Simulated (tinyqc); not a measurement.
Carrier statistics of a doped semiconductor with parabolic bands: one step. Intrinsic density and level. Five cases, with inputs chosen for the exercise.

Task: With Boltzmann statistics ni = sqrt(Nc Nv) exp(-Eg/2kT) and Ei = Eg/2 + (kT/2) ln(Nv/Nc), counted from Ev.

Give: ni; Ei.

Case 1.

Eg = 3.2073353 eV
kT = 0.01292600 eV
Nc = 6.659483e+18 1/cm^3
Nv = 1.188526e+19 1/cm^3

Result:

ni = 1.17e-35 1/cm^3
Ei = 1.6074 eV

Ei lies 3.7 meV above midgap, towards the band with the smaller density of states.

Case 2.

Eg = 3.2697701 eV
kT = 0.02154333 eV
Nc = 1.410847e+19 1/cm^3
Nv = 2.367286e+19 1/cm^3

Result:

ni = 2.01e-14 1/cm^3
Ei = 1.6405 eV

Ei lies 5.6 meV above midgap, towards the band with the smaller density of states.

Case 3.

Eg = 3.3394649 eV
kT = 0.04308667 eV
Nc = 4.865632e+18 1/cm^3
Nv = 9.918466e+19 1/cm^3

Result:

ni = 325 1/cm^3
Ei = 1.7347 eV

Ei lies 64.9 meV above midgap, towards the band with the smaller density of states.

Case 4.

Eg = 0.6641559 eV
kT = 0.02585200 eV
Nc = 1.026482e+19 1/cm^3
Nv = 5.023395e+18 1/cm^3

Result:

ni = 1.89e+13 1/cm^3
Ei = 0.3228 eV

Ei lies 9.2 meV below midgap, towards the band with the smaller density of states.

Case 5.

Eg = 0.1700463 eV
kT = 0.02585200 eV
Nc = 3.849014e+16 1/cm^3
Nv = 6.515260e+18 1/cm^3

Result:

ni = 1.87e+16 1/cm^3
Ei = 0.1514 eV

Ei lies 66.3 meV above midgap, towards the band with the smaller density of states. Ei is within 3 kT of a band edge, so this Boltzmann value of ni is only rough.

Computed by tinyqc, one run a case: `OMP_NUM_THREADS=1 python tinyqc.py N N+1 out.jsonl` with N = 1652571, 1652681, 1680052, 1680181, 1680264; one thread of a shared Intel(R) Xeon(R) Processor @ 2.30GHz, about 0.01 s a run at most.
